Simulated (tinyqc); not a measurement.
Inside a calculation. Method: exchange-only LDA atom on a uniform radial grid, spin-unpolarised, for Be+. Computed by tinyqc, a small Python program that keeps every step. Settings: Z = 4, points = 192, R = 12.1, functional = Slater exchange alone, mixing = 0.2, iteration cap = 59. Command: `OMP_NUM_THREADS=1 python tinyqc.py 29691 29692 out.jsonl` (the two numbers bound the seeds that draw the settings). One thread of a shared host (Intel(R) Xeon(R) Processor @ 2.60GHz), about 0.6 s of CPU time with the checks. Later iterations appear only in the table of the cycle.

## Iteration 1

Spherical atom on a uniform radial grid r_j = j h with h = R/(N + 1), h sum u^2 = 1 and integrals as h times sums, u(0) = u(R) = 0 (atomic units):
```
parameter            value
Z                        4
points N               192
R                12.100000
h                 0.062694
mixing            0.200000
electrons in 1s          2
electrons in 2s          1
```

Three-point differences turn -u''/2 + [l(l+1)/2r^2 - Z/r + V] u = e u into a tridiagonal matrix (diagonal 1/h^2 + potential, off-diagonal -1/2h^2). D = sum f u^2; the Hartree potential y/r solves y'' = -D/r with y(0) = 0, y(R) = N_e; v_xc comes from rho = D/(4 pi r^2); E = sum f e - int D V + int D (V_H/2 + eps_xc); V(new) = V + mixing (V_H + v_xc - V).

eigenvalues (hartree): 1s -7.878028, 2s -1.992200

Every 12th grid point:
```
r              V in     u(1s)      u(2s)         D       V_H       v_xc
0.752332   0.000000  0.602974  -0.469607  0.947685  3.373643  -0.502962
1.504663   0.000000  0.061337  -0.843611  0.719203  1.925454  -0.289009
2.256995   0.000000  0.004680  -0.494247  0.244323  1.322704  -0.153894
3.009326   0.000000  0.000317  -0.209987  0.044095  0.996368  -0.071791
3.761658   0.000000  0.000020  -0.076098  0.005791  0.797481  -0.031447
4.513990   0.000000  1.23e-06  -0.025063  0.000628  0.664598  -0.013281
5.266321   0.000000  7.31e-08  -0.007742  0.000060  0.569657  -0.005476
6.018653   0.000000  4.25e-09  -0.002285  0.000005  0.498450  -0.002221
6.770984   0.000000  2.43e-10  -0.000651  4.24e-07  0.443067  -0.000889
7.523316   0.000000  1.37e-11  -0.000181  3.27e-08  0.398760  -0.000353
8.275648   0.000000         0  -0.000049  2.41e-09  0.362509  -0.000139
9.027979   0.000000         0  -0.000013  1.71e-10  0.332300  -0.000054
9.780311   0.000000         0  -3.44e-06  1.18e-11  0.306739  -0.000021
10.532642  0.000000         0  -8.90e-07         0  0.284829   0.000000
11.284974  0.000000         0  -2.17e-07         0  0.265840   0.000000
12.037306  0.000000         0  -1.19e-08         0  0.249225   0.000000
```

total energy = -13.24359808 hartree

## Iteration 2

As before.

eigenvalues (hartree): 1s -7.008431, 2s -1.621266

Every 12th grid point:
```
r              V in     u(1s)      u(2s)         D       V_H       v_xc
0.752332   0.574136  0.626440  -0.400214  0.945027  3.327402  -0.502492
1.504663   0.327289  0.071688  -0.831816  0.702197  1.908081  -0.286713
2.256995   0.233762  0.006264  -0.547076  0.299371  1.319192  -0.164678
3.009326   0.184915  0.000490  -0.261666  0.068470  0.995871  -0.083133
3.761658   0.153207  0.000036  -0.107141  0.011479  0.797423  -0.039504
4.513990   0.130263  2.56e-06  -0.040002  0.001600  0.664592  -0.018139
5.266321   0.112836  1.77e-07  -0.014049  0.000197  0.569657  -0.008147
6.018653   0.099246  1.20e-08  -0.004724  0.000022  0.498450  -0.003604
6.770984   0.088436  8.05e-10  -0.001537  2.36e-06  0.443067  -0.001576
7.523316   0.079682  5.33e-11  -0.000488  2.38e-07  0.398760  -0.000684
8.275648   0.072474         0  -0.000152  2.30e-08  0.362509  -0.000294
9.027979   0.066449         0  -0.000046  2.15e-09  0.332300  -0.000126
9.780311   0.061344         0  -0.000014  1.95e-10  0.306739  -0.000054
10.532642  0.056966         0  -4.14e-06  1.71e-11  0.284829  -0.000023
11.284974  0.053168         0  -1.14e-06         0  0.265840   0.000000
12.037306  0.049845         0  -6.66e-08         0  0.249225   0.000000
```

total energy = -13.39988363 hartree

## Convergence

Stop when input and output potentials agree to 1e-7.

Course of the cycle (hartree):
```
iteration             E      e(1s)      e(2s)  largest |V(out) - V(in)|
1          -13.24359808  -7.878028  -1.992200                  5.85e+00
2          -13.39988363  -7.008431  -1.621266                  4.50e+00
3          -13.50208407  -6.338383  -1.343485                  3.45e+00
4          -13.56797939  -5.822391  -1.134552                  2.64e+00
5          -13.60994020  -5.425273  -0.976710                  2.01e+00
6          -13.63637191  -5.119828  -0.856954                  1.53e+00
7          -13.65286764  -4.885041  -0.765728                  1.16e+00
8          -13.66308207  -4.704676  -0.695981                  8.84e-01
9          -13.66936603  -4.566203  -0.642481                  6.70e-01
10         -13.67321161  -4.459952  -0.601326                  5.09e-01
11         -13.67555513  -4.378468  -0.569590                  3.87e-01
...                 ...        ...        ...                       ...
49         -13.67916033  -4.112625  -0.459981                  1.68e-05
50         -13.67916033  -4.112624  -0.459979                  1.32e-05
51         -13.67916033  -4.112623  -0.459978                  1.04e-05
52         -13.67916033  -4.112622  -0.459977                  8.13e-06
53         -13.67916033  -4.112622  -0.459976                  6.39e-06
54         -13.67916033  -4.112622  -0.459975                  5.02e-06
55         -13.67916033  -4.112621  -0.459975                  3.94e-06
56         -13.67916033  -4.112621  -0.459974                  3.09e-06
57         -13.67916033  -4.112621  -0.459974                  2.43e-06
58         -13.67916033  -4.112621  -0.459974                  1.91e-06
59         -13.67916033  -4.112621  -0.459974                  1.50e-06
```

Not converged within 59 iterations: the residual falls steadily but slowly, by a factor of about 0.79 a step. Reruns (cap 100 unless said): mixing 0.3: converged in 47; mixing 0.6: converged in 19; the original settings with a cap of 400: converged in 73. Even converged, this uniform grid resolves the cusp poorly and misses the energy of the atom.
